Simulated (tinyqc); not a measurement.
Chemical vapour deposition: Grove model, boundary layer, depletion and step coverage: one step, computed by the program tinyqc. Command: `OMP_NUM_THREADS=1 python tinyqc.py 3002581 3002582 out.jsonl cvd walk`. One thread of a shared host (Intel(R) Xeon(R) Processor @ 2.30GHz), about 0.01 s of CPU time with the checks.

A precursor diffuses to the surface and reacts there at first order; each molecule that reacts adds one formula unit of film.

Problem. Gas-phase and surface constants. k_s = k0 exp(-E/(k_B T)); C_g = Y p/(k_B T), 1 torr = 133.322 Pa; D = D0 (T/273.15)^1.75 (760/p). Temperatures in kelvin are T(C) + 273.15. Mean speed c = sqrt(8 k_B T/(pi M)); reactive sticking probability beta = 4 k_s/c.

Inputs (values chosen for the exercise, close to those used for epitaxial silicon from a chlorosilane):

| quantity | value | unit |
|---|---|---|
| prefactor k0 of k_s | 7.3e+06 | cm/s |
| activation energy E | 1.86 | eV |
| temperature T | 1090 | C |
| total pressure p | 760 | torr |
| mole fraction of the precursor Y | 0.017 | - |
| gas diffusivity D0 at 273.15 K and 760 torr | 0.45 | cm^2/s |
| precursor mass M | 170 | u |

Reactor: horizontal, atmospheric.

Constants: k_B = 1.380649e-23 J/K; u = 1.6605390666e-27 kg; k_B = 8.617333262e-05 eV/K.

Give: surface rate constant k_s; precursor density C_g; gas diffusivity D; mean speed c; sticking probability beta.

Solution.

surface rate constant k_s = 0.96964 cm/s

precursor density C_g = 9.1525e+16 1/cm^3

gas diffusivity D = 7.4983 cm^2/s

mean speed c = 41204 cm/s

sticking probability beta = 9.4132e-05
